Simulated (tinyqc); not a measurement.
# Undoped symmetric double-gate MOSFET, analytic potential model: what changes with what

An undoped body of thickness ts between two equal insulators and tied gates; long channel, electrons only, n = ni exp((psi - V)/Vt) with V the quasi-Fermi potential (0 at the source, Vd at the drain), constant mobility, no quantisation. Across the body psi(x) = V - 2 Vt ln[(ts/(2 beta)) sqrt(q ni/(2 eps0 eps_r Vt)) cos(2 beta x/ts)], x from the centre. Q is the electron charge per area of the whole body.

Inputs (values chosen for the exercise); material values those of a made-up semiconductor: temperature T = 250 K; band gap Eg = 1.01 eV; relative permittivity of the semiconductor eps_r = 9.84; conduction-band density of states at T Nc = 1.92e19 cm^-3; valence-band density of states at T Nv = 2.02e19 cm^-3; relative permittivity of the gate insulator eox = 24.9; insulator thickness tox = 12 nm; body thickness ts = 20 nm; gate work function less that of the intrinsic body dphi = 0.06 V; channel mobility mu = 280 cm^2/(V s); gate length L = 0.5 um; drain voltage Vd = 0.1 V.

Constants: q = 1.602176634e-19 C, kB = 1.380649e-23 J/K, Vt = kB T/q, eps0 = 8.8541878128e-14 F/cm where lengths are in cm. Results are converted to the units shown.

Each table varies one quantity; the others keep the values above.

## Effect of the insulator thickness

ni = sqrt(Nc Nv) exp(-Eg/(2 Vt)), Eg in volts; r = eps_r tox/(eox ts); V0 = dphi + 2 Vt ln[(2/ts) sqrt(2 eps0 eps_r Vt/(q ni))]. beta (between 0 and pi/2) solves (Vg - V0 - V)/(2 Vt) = ln(beta) - ln(cos beta) + 2 r beta tan(beta). Q = 8 eps0 eps_r Vt beta tan(beta)/ts; I = mu (1/L)(4 eps0 eps_r/ts)(2 Vt)^2 [g(beta_s) - g(beta_d)] per width, g = beta tan(beta) - beta^2/2 + r beta^2 tan^2(beta), with beta_s at V = 0 and beta_d at V = Vd.  I(low) is taken at Vg = 0.22 V, Qs and I(high) at Vg = 0.97 V.

The same in every row: V0 (V) = 0.4695.

Results:

| tox (nm) | I(low) (nA/um) | Qs(high) (nC/cm^2) | I(high) (uA/um) |
|---|---|---|---|
| 4 | 0.008365 | 3669 | 178.5 |
| 5.8 | 0.008365 | 2639 | 129.0 |
| 8.3 | 0.008365 | 1917 | 94.17 |
| 12 | 0.008365 | 1378 | 68.00 |
| 17 | 0.008365 | 1007 | 49.92 |
| 36 | 0.008365 | 510.8 | 25.50 |

Estimate the missing row, tox = 25 nm.

Computed row:

| tox (nm) | I(low) (nA/um) | Qs(high) (nC/cm^2) | I(high) (uA/um) |
|---|---|---|---|
| 25 | 0.008365 | 711.0 | 35.38 |

With this row back in the table: As tox goes from 4 to 36 nm, I(low) stays near 0.00836 nA/um and I(high) falls from 178 to 25.5 uA/um. On average I(low) is independent of tox and I(high) goes as tox^(-0.89). Below threshold no voltage drops over the insulator in this long-channel model, so its thickness does not matter there. In every row the surface density at the source at the higher gate voltage passes 0.3 Nc, where Boltzmann statistics fail.

## Effect of the gate work function less that of the intrinsic body

Same model as above.

Results:

| dphi (V) | V0 (V) | I(low) (nA/um) | Qs(high) (nC/cm^2) | I(high) (uA/um) |
|---|---|---|---|---|
| -0.09 | 0.31953 | 8.7677 | 1880.0 | 95.834 |
| -0.04 | 0.36953 | 0.86703 | 1711.1 | 86.458 |
| 0.01 | 0.41953 | 0.085190 | 1543.6 | 77.174 |
| 0.06 | 0.46953 | 0.0083650 | 1377.8 | 68.005 |
| 0.16 | 0.56953 | 8.0641e-5 | 1052.6 | 50.122 |
| 0.21 | 0.61953 | 7.9177e-6 | 894.37 | 41.497 |

Estimate the missing row, dphi = 0.11 V.

Computed row:

| dphi (V) | V0 (V) | I(low) (nA/um) | Qs(high) (nC/cm^2) | I(high) (uA/um) |
|---|---|---|---|---|
| 0.11 | 0.51953 | 8.2132e-4 | 1214.0 | 58.975 |

With this row back in the table: As dphi goes from -0.09 to 0.21 V, I(low) falls from 8.77 to 7.92e-6 nA/um and I(high) falls from 95.8 to 41.5 uA/um. V0 rises from 0.320 to 0.620 V. In every row the surface density at the source at the higher gate voltage passes 0.3 Nc, where Boltzmann statistics fail.

## Transfer curve and volume inversion

Q = 8 eps0 eps_r Vt beta tan(beta)/ts; I = mu (1/L)(4 eps0 eps_r/ts)(2 Vt)^2 [g(beta_s) - g(beta_d)] per width, g = beta tan(beta) - beta^2/2 + r beta^2 tan^2(beta), with beta_s at V = 0 and beta_d at V = Vd. The drop is psi(surface) - psi(centre) at the source end; C = dQs/dVg, Cg = 2 eps0 eox/tox; gm = dI/dVg.

Transfer curve and volume inversion:

| Vg (V) | Qs (nC/cm^2) | drop (mV) | C/Cg | I (uA/um) | gm/I (1/V) |
|---|---|---|---|---|---|
| 0.17 | 6.874e-5 | 1.972e-5 | 8.684e-7 | 8.213e-7 | 46.42 |
| 0.28 | 0.01134 | 0.003254 | 1.432e-4 | 1.355e-4 | 46.41 |
| 0.4 | 2.804 | 0.7995 | 0.03341 | 0.03449 | 45.05 |
| 0.51 | 87.23 | 20.90 | 0.4225 | 1.884 | 24.65 |
| 0.62 | 317.6 | 53.47 | 0.6830 | 11.40 | 10.52 |
| 0.73 | 620.5 | 77.03 | 0.8008 | 26.80 | 5.797 |
| 0.85 | 988.9 | 95.03 | 0.8633 | 46.64 | 3.711 |
| 0.96 | 1345 | 107.4 | 0.8953 | 66.19 | 2.743 |
| 1.07 | 1711 | 117.2 | 0.9156 | 86.46 | 2.159 |

Read the table: what changes, and by how much?

The current rises from 8.21e-7 to 86.5 uA/um. In the first row gm/I is 46.4 1/V, within 0.01 % of 1/Vt: with no depletion charge the whole body follows the gate, and the swing is ideal. The drop between surface and centre goes from 2.0e-5 to 117 mV and passes Vt at Vg = 0.62 V among the rows; below that the density varies across the body by less than a factor of e (volume inversion). C reaches 0.92 of Cg in the last row. For Vg = 0.73 to 1.07 V the surface density at the source passes 0.3 Nc, where Boltzmann statistics fail.

Computed by the program tinyqc: `OMP_NUM_THREADS=1 python tinyqc.py 2440155 2440156 out.jsonl`, one thread of a shared Intel Xeon 2.30GHz, about 0.03 s for the whole run.
